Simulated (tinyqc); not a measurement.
Plane-wave Kohn-Sham cycle with exchange-only LDA in a layered model solid, step by step. One step of it, computed by the program tinyqc.

Problem. Iteration 2: potential. V_H(G) = 4 pi rho(G)/G^2 for G != 0 (uniform background); v_x = -(3 rho/pi)^(1/3); V = V_ext + V_H + v_x; Fourier components f(G_m) = (1/N) sum_j f(x_j) exp(-i G_m x_j).

A solid whose potential varies along x alone (atomic units):
```
parameter                      value
period a                   15.900000
cross-section of the cell  11.000000
electrons per cell                 2
grid points                       16
plane waves -n..n, n               3
k points                           3
V1 in V1 cos(2 pi x/a)     -0.330000
```

density after iteration 1 (e/bohr^3): [0.01702302, 0.01488168, 0.01106317, 0.00923975, 0.00956668, 0.01041093, 0.01096134, 0.01120806, 0.01127545, 0.01120806, 0.01096134, 0.01041093, 0.00956668, 0.00923975, 0.01106317, 0.01488168]

Give: Potentials on the grid; V(G_m), m = 0, 1, 2, ....

Solution.

Potentials on the grid (hartree):
```
x          V_ext      V_H      v_x        V
0.0000   -0.3300   0.1787  -0.2533  -0.4046
0.9938   -0.3049   0.1464  -0.2422  -0.4007
1.9875   -0.2333   0.0731  -0.2194  -0.3796
2.9813   -0.1263   0.0022  -0.2066  -0.3307
3.9750         0  -0.0438  -0.2090  -0.2529
4.9688    0.1263  -0.0671  -0.2150  -0.1559
5.9625    0.2333  -0.0774  -0.2187  -0.0628
6.9562    0.3049  -0.0815  -0.2204   0.0030
7.9500    0.3300  -0.0825  -0.2208   0.0267
8.9437    0.3049  -0.0815  -0.2204   0.0030
9.9375    0.2333  -0.0774  -0.2187  -0.0628
10.9313   0.1263  -0.0671  -0.2150  -0.1559
11.9250        0  -0.0438  -0.2090  -0.2529
12.9187  -0.1263   0.0022  -0.2066  -0.3307
13.9125  -0.2333   0.0731  -0.2194  -0.3796
14.9062  -0.3049   0.1464  -0.2422  -0.4007
```

V(G_m), m = 0, 1, 2, ... (hartree): [-0.2211, -0.1099, 0.0159, 0.0019, 0.0001, 0.0002, 0.0001]
